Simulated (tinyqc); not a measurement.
Worked calculation: stress in a transistor channel from embedded alloy regions, liners and fins, by half-space elasticity. Computed by tinyqc, a small Python program that keeps every step. Command: `OMP_NUM_THREADS=1 python tinyqc.py 3012809 3012810 out.jsonl stressor walk`. One thread of a shared host (Intel(R) Xeon(R) Processor @ 2.30GHz), about 0.01 s of CPU time with the checks. Intermediate numbers are printed to about 7 digits and carried at full precision; extremes and crossings named in words are read from the listed rows.

Plane strain in an isotropic half-space, the same constants everywhere; x along the channel from its centre, y downwards from the free surface; stress is positive in tension.

Inputs (values chosen for the exercise, modelled on silicon):
```
quantity,value,unit
alloy fraction x,0.18,-
"lattice change per unit x, beta",0.042,-
Young's modulus E,162,GPa
Poisson ratio nu,0.24,-
channel length L,52,nm
length of each stressor S,130,nm
recess depth d,15,nm
depth of the field point y,5.9,nm
liner stress,-1.7,GPa
liner thickness t,35,nm
length of a cut fin or stripe,720,nm
height of the strained layer h,52,nm
longitudinal piezoresistance coefficient,75.2,1e-11/Pa
vertical piezoresistance coefficient,-1.2,1e-11/Pa
```

Stressor: Si(1-x)Ge(x) source and drain.

## Misfit and the pressure on the side walls

Misfit e = beta x. A fully constrained inclusion holds the stress -p with p = E e/(1 - 2 nu); a blanket film would hold -E e/(1 - nu) in the plane.

misfit e = 0.00756

p = 2.355231 GPa

stress of a blanket film = -1.611474 GPa

## Stress at the centre of the channel

A line element dA of misfit at (a, c) in the half-space gives, with C = E e/(2 pi (1 - nu)), X = x - a, r1^2 = X^2 + (y - c)^2, r2^2 = X^2 + Y^2, Y = y + c: s_xx = -C dA {[X^2 - (y - c)^2]/r1^4 + 3 [X^2 - Y^2]/r2^4 + 4 y Y (Y^2 - 3 X^2)/r2^6}, s_yy = C dA {[X^2 - (y - c)^2]/r1^4 - [X^2 - Y^2]/r2^4 + 4 y Y (Y^2 - 3 X^2)/r2^6}. These are integrated over two rectangles, L/2 < |a| < L/2 + S, 0 < c < d (closed form in a, 200 Gauss-Legendre points in c).

s_xx = -710.2943 MPa

s_yy = -25.39392 MPa

s_xx over the blanket-film stress = 0.4407731

The channel is compressed along its length; s_yy is 0.036 of s_xx in size and vanishes at the surface.

## Closed form at the surface

At x = y = 0 the integral is s_xx = -(4/pi) [E e/(1 - nu)] [arctan(2 d/L) - arctan(d/(L/2 + S))].

s_xx at the surface = -876.9753 MPa

For fixed L and S it is largest at d = sqrt((L/2)(L/2 + S)) = 63.7 nm; d is short of that.

## A stressed liner, as two edge forces

The liner over source and drain ends at the gate, x = -/+ L/2, and pulls there with the force per width F = (liner stress) t along the surface. A tangential line force gives s_xx = (2 F/pi) X^3/(X^2 + y^2)^2 at the distance X; two of them add at the centre, X = L/2. For L > 3.5 y the concentrated force is an upper bound.

edge force F = -59.5 N/m

s_xx from the liner = -2635.361 MPa

Caution: the real force is spread over several liner thicknesses, so for a channel this short the concentrated force clearly overstates the stress.

## Mobility change, linear estimate

d mu/mu = -(pi_L s_xx + pi_z s_yy) for the embedded regions alone; the stress across the width is left out.

mobility change = 53.38366 %

The vertical stress supplies -0.030 of these points. Caution: beyond a few hundred MPa bulk piezoresistance coefficients no longer describe an inversion layer well.

## Relaxation at the ends of a cut stripe

Shear-lag estimate for a stripe of length l and height h on a like substrate: the stress along it is s(x)/s_film = 1 - cosh(x/lam)/cosh(l/(2 lam)), lam = (pi/2) g h with g = 1.258; mean = 1 - (2 lam/l) tanh(l/(2 lam)).

transfer length lam = 102.7552 nm

share kept at the centre = 0.9398690

share kept on average = 0.7150853

The stripe is long enough to keep its strain at the centre.

## Along the channel and with depth

The formulas are those given above.

Stress (MPa):
```
2x/L,s_xx at y,s_yy at y,s_xx at d/2,s_xx at 1.5 d
0.0,-710.2943,-25.3939,-654.8088,-202.6429
0.2,-716.5998,-25.9066,-656.9572,-197.1880
0.4,-731.6058,-24.4461,-660.2103,-181.6107
0.6,-741.2618,-2.6211,-657.9621,-155.5275
0.8,-734.5722,140.4778,-676.2718,-105.4900
```

Near the surface s_xx changes by +3 % from the centre to 2x/L = 0.8. At the centre, s_xx at half the recess depth is 0.92 of its value at y, and below the recess 0.29. An element acts with the sign of X^2 - (y - c)^2, so its direct term reverses where the offset in depth exceeds the lateral distance, and the image terms that amplify the stress near the surface fade with depth.

## Shrinking the pitch

L and S are scaled together at fixed d, then S alone, then L alone.

S_xx at the centre (MPa):
```
scale,L and S scaled,S alone,L alone
0.35,-711.7855,-493.7128,-1017.112
0.50,-800.6932,-576.6660,-968.118
0.70,-796.9288,-647.0412,-867.907
1.00,-710.2943,-710.2943,-710.294
1.40,-585.6704,-758.5429,-542.488
2.00,-447.9340,-798.4115,-378.417
3.00,-314.5406,-831.8341,-233.059
```

Halving S alone keeps 0.81 of the stress, halving L alone gives 1.36, and halving both 1.13: a shorter channel brings the walls closer, a shorter stressor brings its far wall, which pulls the other way, closer too. Neighbouring devices are left out.

Checks made by the program: surface stress against its closed form; zero normal stress at the surface (relative difference below 1e-10).
